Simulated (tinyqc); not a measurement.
Inside a calculation. Method: Hueckel theory of the pi electrons, for the molecule c1ccc2cccc-2cc1 (SMILES; centres numbered as the heavy atoms are written). One step of it, computed by the program tinyqc.

Task: Orbitals. Diagonalise; E = alpha + x beta with beta < 0, so the largest x are filled first; degenerate levels share their electrons. P = sum n_i c_ri c_si; each orbital has its largest coefficient positive (the first on a tie).

Hueckel matrix in units of beta (H = alpha + beta A):
```
           1C        2C        3C        4C        5C        6C        7C        8C
1C   0.000000  1.000000  0.000000  0.000000  0.000000  0.000000  0.000000  0.000000
2C   1.000000  0.000000  1.000000  0.000000  0.000000  0.000000  0.000000  0.000000
3C   0.000000  1.000000  0.000000  1.000000  0.000000  0.000000  0.000000  0.000000
4C   0.000000  0.000000  1.000000  0.000000  1.000000  0.000000  0.000000  1.000000
5C   0.000000  0.000000  0.000000  1.000000  0.000000  1.000000  0.000000  0.000000
6C   0.000000  0.000000  0.000000  0.000000  1.000000  0.000000  1.000000  0.000000
7C   0.000000  0.000000  0.000000  0.000000  0.000000  1.000000  0.000000  1.000000
8C   0.000000  0.000000  0.000000  1.000000  0.000000  0.000000  1.000000  0.000000
9C   0.000000  0.000000  0.000000  0.000000  0.000000  0.000000  0.000000  1.000000
10C  1.000000  0.000000  0.000000  0.000000  0.000000  0.000000  0.000000  0.000000

           9C       10C
1C   0.000000  1.000000
2C   0.000000  0.000000
3C   0.000000  0.000000
4C   0.000000  0.000000
5C   0.000000  0.000000
6C   0.000000  0.000000
7C   0.000000  0.000000
8C   1.000000  0.000000
9C   0.000000  1.000000
10C  1.000000  0.000000
```

pi electrons, sum of z_r less the charge = 10

Give: x values; occupations; coefficients; charge and bond-order matrix P.

Result:

x values: 2.310  1.652  1.356  0.887  0.477  -0.400  -0.738  -1.579  -1.869  -2.095

occupations: 2.000  2.000  2.000  2.000  2.000  0.000  0.000  0.000  0.000  0.000

coefficients:
```
       MO1     MO2     MO3     MO4     MO5     MO6     MO7     MO8
1C   0.173   0.525   0.000   0.360   0.000   0.511   0.000   0.342
2C   0.200   0.433   0.357   0.160  -0.335  -0.102   0.484  -0.270
3C   0.289   0.191   0.484  -0.219  -0.160  -0.470  -0.357   0.084
4C   0.467  -0.118   0.299  -0.354   0.259   0.290  -0.221   0.136
5C   0.323  -0.268   0.221   0.259   0.543   0.063   0.299  -0.436
6C   0.280  -0.324   0.000   0.583   0.000  -0.316   0.000   0.553
7C   0.323  -0.268  -0.221   0.259  -0.543   0.063  -0.299  -0.436
8C   0.467  -0.118  -0.299  -0.354  -0.259   0.290   0.221   0.136
9C   0.289   0.191  -0.484  -0.219   0.160  -0.470   0.357   0.084
10C  0.200   0.433  -0.357   0.160   0.335  -0.102  -0.484  -0.270

        MO9    MO10
1C    0.433   0.000
2C   -0.405   0.160
3C    0.323  -0.335
4C   -0.200   0.543
5C    0.250  -0.259
6C   -0.267   0.000
7C    0.250   0.259
8C   -0.200  -0.543
9C    0.323   0.335
10C  -0.405  -0.160
```

charge and bond-order matrix P:
```
         1C      2C      3C      4C      5C      6C      7C      8C
1C    0.870   0.639   0.143  -0.217   0.017   0.177   0.017  -0.217
2C    0.639   0.986   0.664   0.011  -0.227   0.017   0.186  -0.068
3C    0.143   0.664   0.855   0.586   0.011  -0.217  -0.068   0.172
4C   -0.217   0.011   0.586   1.027   0.596  -0.074  -0.231   0.401
5C    0.017  -0.227   0.011   0.596   1.173   0.656  -0.201  -0.231
6C    0.177   0.017  -0.217  -0.074   0.656   1.047   0.656  -0.074
7C    0.017   0.186  -0.068  -0.231  -0.201   0.656   1.173   0.596
8C   -0.217  -0.068   0.172   0.401  -0.231  -0.074   0.596   1.027
9C    0.143  -0.242  -0.185   0.172  -0.068  -0.217   0.011   0.586
10C   0.639   0.026  -0.242  -0.068   0.186   0.017  -0.227   0.011

         9C     10C
1C    0.143   0.639
2C   -0.242   0.026
3C   -0.185  -0.242
4C    0.172  -0.068
5C   -0.068   0.186
6C   -0.217   0.017
7C    0.011  -0.227
8C    0.586   0.011
9C    0.855   0.664
10C   0.664   0.986
```
